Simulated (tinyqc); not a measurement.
# Changing the width w (mask opening along <110>, or membrane width in the design step)

Model: anisotropic wet etching of Si(100): plane rates, V-grooves, membranes and undercut. Computed by tinyqc, a small Python program. Command: `OMP_NUM_THREADS=1 python tinyqc.py 3030427 3030428 out.jsonl wetetch sweep`. One thread of a shared host (Intel(R) Xeon(R) Processor @ 2.30GHz), about 0.01 s of CPU time with the checks.

A long slot opens the mask on a (100) wafer. The floor etches at R100; (111) walls stand at theta = arctan(sqrt2) = 54.7356 degrees to the surface and recede at R111 along their normal.

Inputs (values chosen for the exercise, close to those used for potassium hydroxide solutions):
```
quantity                            value     unit
prefactor k0 of the (100) rate    3.9e+08   um/min
activation energy of (100), E       0.596       eV
ratio (100)/(111) at 80 C             180        -
extra energy of (111), dE           0.054       eV
ratio (100)/oxide at 80 C             180        -
extra energy of the oxide, dE_ox     0.27       eV
bath temperature T                     50        C
misalignment of the mask                2  degrees
etch time t                            63      min
```

Constants: k_B = 8.617333262e-05 eV/K.

Method:
- R100 = k0 exp(-E/(k_B T)); a ratio given at 80 C scales as exp[(extra energy/k_B)(1/T - 1/353.15 K)]; R111 and R_ox follow by division.
- Temperatures in kelvin are T(C) + 273.15.
- A misaligned edge exposes ledges and adds R100 sin(misalignment) to the lateral rate (a simple estimate): u = R111/sin(theta) + R100 sin(misalignment). Top width W = w + 2 u t; floor width b = W - 2 z/tan(theta) = W - sqrt2 z. The floor lasts until b = 0, at t_V = w/(sqrt2 R100 - 2u); depth z = R100 t before t_V and W/sqrt2 after.

One run for each value; columns: (1) width w (mask opening along <110>, or membrane width in the design step) (um); (2) depth z (um); (3) floor width b (um); (4) time t_V to close the V (min):
```
(1)      (2)     (3)         (4)
1      1.423    0.00  3.7952e+00
2.2    2.272    0.00  8.3494e+00
4.6    3.969    0.00  1.7458e+01
10     7.787    0.00  3.7952e+01
22    12.454    5.40  8.3494e+01
46    12.454   29.40  1.7458e+02
100   12.454   83.40  3.7952e+02
220   12.454  203.40  8.3494e+02
460   12.454  443.40  1.7458e+03
1000  12.454  983.40  3.7952e+03
```

Describe and explain the trends.

Over the rows, depth z (um) rises from 1.42 to 12.5, flat over part of the range; floor width b (um) rises from 0 to 983, flat over part of the range; time t_V to close the V (min) rises from 3.80 to 3800 (exponent d ln y / d ln x about 1.0 throughout). At the high end the exponent of depth z is 0.00, close to 0: the floor is still open. The exponent of time t_V to close the V stays at 1: the floor shrinks at a constant rate. Narrow openings close to V-grooves that deepen only by undercut, wide ones share the depth R100 t, so one etch gives many depths.
